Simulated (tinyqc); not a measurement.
# Worked calculation: junctionless gate-all-around wire, depletion approximation

Program tinyqc, `OMP_NUM_THREADS=1 python tinyqc.py 2460072 2460073 out.jsonl`; Intel Xeon 2.30GHz, shared host, one thread, about 0.01 s. Printed values are rounded.

A uniformly doped n-type wire of radius R under a surrounding gate; long channel. Below flat band a shell from radius rc to R is fully depleted and the neutral core, at channel potential V (0 at the source, Vd at the drain), carries the current with constant mobility; s = (rc/R)^2 is the share of the cross-section that conducts. The edge of the depleted shell is taken as abrupt, so there is no subthreshold current.

Parameters, values chosen for the exercise; material values close to those of germanium:
- eps_r = 16 (relative permittivity of the semiconductor)
- eox = 9 (relative permittivity of the gate insulator)
- tox = 6.2 nm (insulator thickness)
- R = 4 nm (wire radius)
- Nd = 9.1e18 cm^-3 (donor density)
- Vfb = 1.13 V (flat-band voltage)
- mu = 48 cm^2/(V s) (effective mobility in the wire)
- L = 0.5 um (gate length)
- Vg = 1.1 V (gate voltage)
- Vd = 0.2 V (drain voltage)

Constants: q = 1.602176634e-19 C, eps0 = 8.8541878128e-14 F/cm where lengths are in cm. Results are converted to the units shown.

## Voltages that deplete the wire

Cox = eps0 eox/(R ln(1 + tox/R)); A = q Nd R^2/(4 eps0 eps_r); B = q Nd R/(2 Cox); VT = Vfb - A - B.

Cox = 2.12820 uF/cm^2
A = 0.0411664 V
B = 0.137015 V
VT = 0.951818 V

Of the 0.178 V needed, 76.9 % drops over the insulator. The device is normally off.

## Iteration 1: conducting share at the source by Newton steps

s at the start = 0.8

With V = 0: f = A (1 - s + s ln s) + B (1 - s) - (Vfb - Vg); f' = A ln s - B; s(new) = s - f/f'.

f = -0.00171243 V
f' = -0.146202 V
s after iteration 1 = 0.788287

## Iteration 2: conducting share at the source by Newton steps

As before.

f = 3.54712e-6 V
f' = -0.146809 V
s after iteration 2 = 0.788311

## Course of the iteration: conducting share at the source by Newton steps

Stop when s changes by less than 1e-11, or after 30 iterations. s must stay positive.

Course of the iteration:

| iteration | s | \|change\| |
|---|---|---|
| 1 | 0.788287 | 0.0117 |
| 2 | 0.788311 | 2.42e-5 |
| 3 | 0.788311 | 1.04e-10 |
| 4 | 0.788311 | 0 |

Converged in 4 iterations. The change falls from 0.012 in the first iteration to below the tolerance in the last.

## Core radius, conductance and current

s0 = 0.788311
sL = 0

s solves Vfb - Vg + V = A (1 - s + s ln s) + B (1 - s), and s = 0 where the left side exceeds A + B. I = (q mu Nd pi R^2/L)[g(s0) - g(sL)], g = A (s^2/4 - (s^2/2) ln s) + B s^2/2, with s0 at V = 0 and sL at V = Vd. rc = R sqrt(s0); the small-signal conductance at Vd = 0 is q mu Nd pi R^2 s0/L.

rc at the source = 3.55148 nm
conductance = 0.554614 uS
I = 0.0365923 uA

The drain end is pinched off, so the current is saturated.
